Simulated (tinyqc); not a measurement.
Optical constants across the spectrum: Lorentz oscillators and the Kramers-Kronig relations.

eps(E) = 1 + sum_j S_j/(E0_j^2 - E^2 - i G_j E).

n + i k = sqrt(eps1 + i eps2) with k >= 0; R = ((n - 1)^2 + k^2)/((n + 1)^2 + k^2) at normal incidence from vacuum; alpha = 2 E k/(hbar c), times 1e8 for 1/cm; loss function Im(-1/eps) = eps2/(eps1^2 + eps2^2).

Constants: hbar c = 1973.269805 eV angstrom.

Values chosen for the exercise: E0 = (4.62) eV (resonances); G = (0.73) eV (widths); S = (79.6) eV^2 (strengths).

Spectrum:

| E (eV) | eps1 | eps2 | n | k | R | loss |
|---|---|---|---|---|---|---|
| 0.69 | 4.812 | 0.092 | 2.194 | 0.021 | 0.140 | 0.004 |
| 1.64 | 5.249 | 0.273 | 2.292 | 0.059 | 0.154 | 0.010 |
| 2.58 | 6.332 | 0.684 | 2.520 | 0.136 | 0.188 | 0.017 |
| 3.53 | 9.265 | 2.397 | 3.069 | 0.391 | 0.265 | 0.026 |
| 4.47 | 9.678 | 20.768 | 4.037 | 2.572 | 0.495 | 0.040 |
| 5.42 | -6.975 | 3.929 | 0.718 | 2.737 | 0.725 | 0.061 |
| 6.36 | -2.934 | 0.956 | 0.276 | 1.735 | 0.762 | 0.100 |
| 7.31 | -1.414 | 0.401 | 0.167 | 1.201 | 0.762 | 0.186 |
| 8.25 | -0.676 | 0.216 | 0.130 | 0.832 | 0.736 | 0.429 |
| 9.20 | -0.244 | 0.132 | 0.129 | 0.510 | 0.663 | 1.719 |
| 10.14 | 0.031 | 0.088 | 0.249 | 0.177 | 0.374 | 10.105 |
| 11.09 | 0.222 | 0.062 | 0.475 | 0.065 | 0.128 | 1.169 |

What does the comparison show?

Among the energies listed the largest values are at (eV): eps2 4.47; n 4.47; k 5.42; R 6.36 and 7.31; loss 10.14. eps1 crosses zero at 4.64 and 10.01 eV; the last crossing is upward and marks the plasmon, against sqrt(sum S) = 8.92 eV for free electrons.

(tinyqc, `OMP_NUM_THREADS=1 python tinyqc.py 1652264 1652265 out.jsonl`, Intel(R) Xeon(R) Processor @ 2.30GHz, 1 thread, shared host, about 0.1 s.)
